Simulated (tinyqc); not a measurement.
Inside a calculation. Method: Born-Oppenheimer dynamics on the RHF/sto-6g surface (energies and gradients from PySCF), for H4, spin multiplicity 1. Computed by tinyqc, a small Python program that keeps every step (integrals from PySCF). Settings: charge = 0, multiplicity = 1, basis = sto-6g, time step (fs) = 0.2, steps = 16. Command: `OMP_NUM_THREADS=1 python tinyqc.py 30587 30588 out.jsonl` (the two numbers bound the seeds that draw the settings). One thread of a shared host (Intel(R) Xeon(R) Processor @ 2.60GHz), about 0.9 s of CPU time with the checks.

positions (bohr):
```
            x         y          z
1H  -0.103935  0.145509  -0.073699
2H  -0.026456  0.124722   1.334147
3H  -0.069920  0.015118   3.575362
4H   0.011338  0.071810   4.841478
```

The total energy should stay constant up to terms of order dt^2; the step counts as short enough if it moves by less than 2 % of the largest kinetic energy.

Trajectory:
```
time (fs)  1H-2H (angstrom)  potential (hartree)  kinetic (hartree)  total (hartree)
0.000000           0.746208          -2.21962327         0.00287780      -2.21674546
0.200000           0.749166          -2.21961650         0.00287477      -2.21674173
0.400000           0.749922          -2.22000976         0.00326860      -2.21674116
0.600000           0.748463          -2.22081190         0.00406800      -2.21674390
0.800000           0.744853          -2.22197935         0.00522973      -2.21674962
1.000000           0.739238          -2.22342138         0.00666381      -2.21675757
1.200000           0.731838          -2.22501226         0.00824560      -2.21676665
1.400000           0.722952          -2.22660862         0.00983303      -2.21677560
1.600000           0.712950          -2.22807018         0.01128713      -2.21678304
1.800000           0.702271          -2.22928136         0.01249365      -2.21678771
2.000000           0.691407          -2.23017166         0.01338308      -2.21678857
2.200000           0.680891          -2.23073136         0.01394625      -2.21678511
2.400000           0.671269          -2.23101892         0.01424130      -2.21677762
2.600000           0.663074          -2.23115530         0.01438791      -2.21676739
2.800000           0.656786          -2.23130283         0.01454614      -2.21675669
3.000000           0.652792          -2.23162964         0.01488141      -2.21674823
3.200000           0.651354          -2.23226778         0.01552344      -2.21674433
```

Is the time step short enough?

Yes. The total energy moves within 4.7e-05 hartree, under 2 % of the largest kinetic energy.
